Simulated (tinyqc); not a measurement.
From results back to parameters: heavy doping: gap narrowing, degeneracy and the minority density. Two cases, with inputs chosen for the exercise.

Problem. Narrowing at two dopings was computed from hidden E0 and N0, with N0 below Na.

Empirical narrowing (Slotboom form, constants chosen for the exercise; published fits of this form give the apparent narrowing, here it is taken as the true one): dEg = E0 [ln(N/N0) + sqrt(ln(N/N0)^2 + C)].

Find: N0; E0.

Method. The ratio dEg(Nb)/dEg(Na) depends on N0 alone and rises steadily with it; solve for ln N0 by bisection, then E0 from either value.

Case 1.

Values chosen (out of a larger set: gap and densities of states near those of Ge at this temperature; narrowing constants of the size fitted for Si, not for this material; not measured data): C = 0.5 (smoothing constant); Na = 1.2e+18 1/cm^3; Nb = 3.6e+19 1/cm^3.

dEg(Na) = 46.8303 meV
dEg(Nb) = 113.8252 meV

Solution.

N0 = 1.2e+17 1/cm^3
E0 = 9.94 meV

Case 2.

Values chosen (out of a larger set: gap and densities of states near those of Si at this temperature; narrowing constants near the fits for Si; not measured data): C = 0.5 (smoothing constant); Na = 1e+18 1/cm^3; Nb = 3e+19 1/cm^3.

dEg(Na) = 28.5505 meV
dEg(Nb) = 69.3944 meV

Solution.

N0 = 1.0e+17 1/cm^3
E0 = 6.06 meV

Computed by tinyqc, one run a case: `OMP_NUM_THREADS=1 python tinyqc.py N N+1 out.jsonl` with N = 1681212, 1681257; one thread of a shared Intel(R) Xeon(R) Processor @ 2.30GHz, about 0.02 s a run at most.
